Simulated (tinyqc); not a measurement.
n-type polysilicon, carrier trapping at grain boundaries: two steps of the calculation.

One-dimensional grains of size Lg, uniform ionised doping N, monovalent traps Qt at each boundary at a depth Et below (for electrons) or above (for holes) the band edge there, abrupt depletion of width W on each side of a boundary, Boltzmann statistics. xi is the distance from the band edge at the grain centre to the Fermi level. Trapped charge Qt/(1 + exp((xi + VB - Et)/Vt)) = 2 N W, barrier VB = q N W^2/(2 eps0 eps_r).

Inputs (values chosen for the exercise); values of the order met in polycrystalline silicon: temperature T = 350 K; relative permittivity eps_r = 11.7; conduction-band density of states at T NB = 3.53e19 cm^-3; grain size Lg = 55 nm; trap density of a grain boundary Qt = 5.6e11 cm^-2; depth of the trap level from the majority band edge at the boundary Et = 0.41 eV; mass for thermionic emission ms = 0.56 m0; correction factor of the emission rate fe = 0.5; mobility inside the grains mug = 43 cm^2/(V s); doping N = 2.1e16 cm^-3.

Constants: q = 1.602176634e-19 C, kB = 1.380649e-23 J/K, m0 = 9.1093837015e-31 kg, Vt = kB T/q, eps0 = 8.8541878128e-14 F/cm where lengths are in cm. Results are converted to the units shown.

Question 1. Depletion width, Fermi level and barrier. If the trap equation with xi = Vt ln(NB/N) has a root W < Lg/2, the grain is partly depleted; otherwise W = Lg/2 and the trap equation gives xi = Et - VB + Vt ln(Qt/(N Lg) - 1). N* = Qt/Lg.

Give: N*; W; xi; VB; share of traps filled.

Answer 1.

N* = 1.018e17 cm^-3
W = 27.50 nm
xi = 0.4384 V
VB = 0.01228 V
share of traps filled = 0.2062

N is 0.206 N*, and the grain is fully depleted; VB = 0.407 Vt.

Question 2. Resistivity and effective mobility. n0 = NB exp(-xi/Vt); mean density n0 (1 - 2 W/Lg) by charge balance in a partly depleted grain, and n0 (sqrt(pi)/2) erf(u)/u with u = sqrt(VB/Vt) in a fully depleted one; v = sqrt(kB T/(2 pi ms m0)); barrier resistivity Vt exp(VB/Vt)/(q fe n0 v Lg); grain resistivity (1 - 2 W/Lg)/(q n0 mug); effective mobility 1/(q mean density total resistivity).

W = 27.5 nm
xi = 0.43836600 V
VB = 0.012280908 V

Give: n0; mean density; v; barrier resistivity; grain resistivity; resistivity; effective mobility.

Answer 2.

n0 = 1.7202e13 cm^-3
mean density = 1.5127e13 cm^-3
v = 3.8828e6 cm/s
barrier resistivity = 1539.9 ohm cm
grain resistivity = 0.0000 ohm cm
resistivity = 1539.9 ohm cm
effective mobility = 267.94 cm^2/(V s)

The resistivity is 223 times that of a single crystal with the same N and mobility mug, and the mean density is 0.0720 % of N. The effective mobility exceeds mug only because drift through the depleted grain is left out.

tinyqc, about 0.01 s, one thread, Intel Xeon 2.30GHz (shared host): `OMP_NUM_THREADS=1 python tinyqc.py 2830068 2830069 out.jsonl`
